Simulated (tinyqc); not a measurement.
Two branches across an indirect gap: complex band structure along [001] in sp3s* tight binding.

For k = (0, 0, kz) the phase sums are g0 = cos(phi) and g3 = i sin(phi), phi = kz a/4, and the s, pz, s* orbitals of anion (a) and cation (c) decouple from px, py. With z = exp(i phi), H(z) = H0 + z T + T^T/z for any complex z. H0 is diagonal (Esa, Epa, Exa, Esc, Epc, Exc). The anion-cation block is B(z) = z U + W/z and the cation-anion block z W^T + U^T/z, where U has Vss/2 (s,s), Vsapc/2 (s,z), -Vscpa/2 (z,s), Vxx/2 (z,z), Vxapc/2 (s*,z), -Vpaxc/2 (z,s*), and W has the same values with the s-z and s*-z signs reversed. |z| = 1 is a band state, |z| < 1 decays along [001] as exp(-kappa d) over a distance d, kappa = -(4/a) ln|z|. No spin-orbit coupling.

Parameters, chosen for this exercise (out of a larger set: near a published set for GaP, fitted to gaps, whose masses and valley positions are rough (light masses up to twice too heavy); not measured data): p = (-8.073, 1.12, -2.221, 4.15, 8.591, 7.252, -7.498, 2.173, 5.187, 4.253, 6.387, 4.631, 5.088) eV (order Esa, Epa, Esc, Epc, Exa, Exc, Vss, Vxx, Vxy, Vsapc, Vscpa, Vxapc, Vpaxc); a = 5.456 angstrom (lattice constant); Eg = 2.422 eV (top of the energy range, the indirect gap).

Ev = -0.01399 eV

The smallest kappa with Re kz = 0 and the smallest with Re kz > 0, at energies E from Ev; a dash: no such root.

Decay constants:
```
E/Eg  E (eV)  kappa at Gamma (1/angstrom)  kappa off Gamma (1/angstrom)  its Re kz (2 pi/a)
0.05  0.1211                       0.0677                        0.7296               0.838
0.20  0.4844                       0.1283                        0.6856               0.844
0.35  0.8477                       0.1595                        0.6355               0.851
0.50  1.2110                       0.1770                        0.5774               0.860
0.65  1.5743                       0.1840                        0.5075               0.872
0.80  1.9376                       0.1803                        0.4178               0.892
0.90  2.1798                       0.1704                        0.3361               0.919
0.97  2.3493                       0.1587                        0.2084               1.000
```

What can be read from this table?

The branch at Gamma decays more slowly on all rows listed; the other takes over only closer to its band edge, where its kappa goes to zero. The two differ in Re kz, so passing from one to the other needs kz from an abrupt interface, a steep field, a phonon or a defect. Valleys off the [001] axis, such as L, are not seen on these branches.

Program tinyqc; command `OMP_NUM_THREADS=1 python tinyqc.py 1480775 1480776 out.jsonl`; about 0.02 s on one thread of a shared Intel(R) Xeon(R) Processor @ 2.30GHz.
